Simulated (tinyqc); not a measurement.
Where the concentration falls to given levels: concentration-dependent dopant diffusion with charged defects and the built-in field. Computed by tinyqc, a small Python program. Command: `OMP_NUM_THREADS=1 python tinyqc.py 3026005 3026006 out.jsonl extrinsic walk`. One thread of a shared host (Intel(R) Xeon(R) Processor @ 2.30GHz), about 0.07 s of CPU time with the checks.

A constant source C_s feeds a half space. The dopant moves through neutral point defects and through charged ones, whose number grows with the majority carrier density n.

Inputs (values chosen for the exercise, modelled on arsenic in silicon):
```
quantity                        value    unit
neutral prefactor D0x         0.00996  cm^2/s
neutral activation energy E0     3.44      eV
singly charged prefactor D01     29.9  cm^2/s
activation energy E1             4.14      eV
surface concentration C_s     2.6e+19  1/cm^3
temperature T                    1075       C
time t                           4500       s
```

Field enhancement: on.

Constants: k_B = 8.617333262e-05 eV/K.

Method:
- n_i = 3.87e16 T^1.5 exp(-7014/T) per cm^3 (T in kelvin, an empirical form); each D = prefactor x exp(-E/(k_B T)); the intrinsic diffusivity D_i is their sum.
- Temperatures in kelvin are T(C) + 273.15.
- n = C/2 + sqrt(C^2/4 + n_i^2); D(C) = h [Dx + D1 (n/n_i)], h = 1 + C/sqrt(C^2 + 4 n_i^2).
- With y = x/sqrt(D_s t), u = C/C_s and q = -(D/D_s) du/dy: du/dy = -q D_s/D, dq/dy = -(y/2) q D_s/D, u(0) = 1. The surface flux q(0) is shot so that u tends to 0 (LSODA, an adaptive multistep solver, relative tolerance 1e-10). Dose Q = 2 q(0) C_s sqrt(D_s t).
- For comparison, erfc profiles with a constant D: x = 2 sqrt(D t) erfc^-1(C/C_s), with D = D_i and D = D_s.

partial diffusivities (cm^2/s): Dx 1.37574e-15, D1 9.98028e-15

n_i = 1.05395e+19 1/cm^3

surface diffusivity D_s = 5.24748e-14 cm^2/s

intrinsic diffusivity D_i = 1.13560e-14 cm^2/s

Depth (nm):
```
C/C_s       D/D_s    full  erfc with D_i  erfc with D_s
8.00e-01  0.81900   61.11          25.61          55.06
5.00e-01  0.55960  140.08          68.19         146.58
2.00e-01  0.33346  218.15         129.56         278.50
1.00e-01  0.27085  253.52         166.29         357.46
3.00e-02  0.23184  299.01         219.39         471.60
1.00e-02  0.22147  333.02         260.41         559.78
1.00e-03  0.21691  394.13         332.66         715.09
1.00e-04  0.21646  447.33         393.32         845.50
```

What does the comparison show, and why?

The depth between C/C_s = 0.1 and 1e-4 spans 194 nm in the full profile, against 227 nm for D_i and 488 nm for D_s; the ratio of the depths at 1e-4 and at 0.5 is 3.19, against 5.77 for any erfc. The profile is box-like: fast diffusion in the heavily doped part feeds a front that moves slowly where D drops to D_i.
